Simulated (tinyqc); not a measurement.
Inside a calculation. Method: tight binding, honeycomb lattice. One step of it, computed by the program tinyqc.

Problem. Bloch Hamiltonian at k. H_AB = -t1 (1 + exp(-i k.a1) + exp(-i k.a2)); H_AA = delta - 2 t2 sum cos(k.b + phi), H_BB = -delta - 2 t2 sum cos(k.b - phi), b = a1, a2 - a1, -a2.

Parameters chosen for this model:
```
parameter     value                        unit
t1         0.910000                 eV, nearest
t2         0.080000       eV, second neighbours
phi        1.570000  rad, phase of t2 (Haldane)
delta      2.090000          eV, +/- on A and B
```

k point k (fractions of the reciprocal vectors): [0.440000, -0.170000]

Give: H(k) at k.

Solution.

H(k) at k (eV), order A, B:
```
[[2.3913, -0.5023-0.4624i],
 [-0.5023+0.4624i, -2.3909]]
```
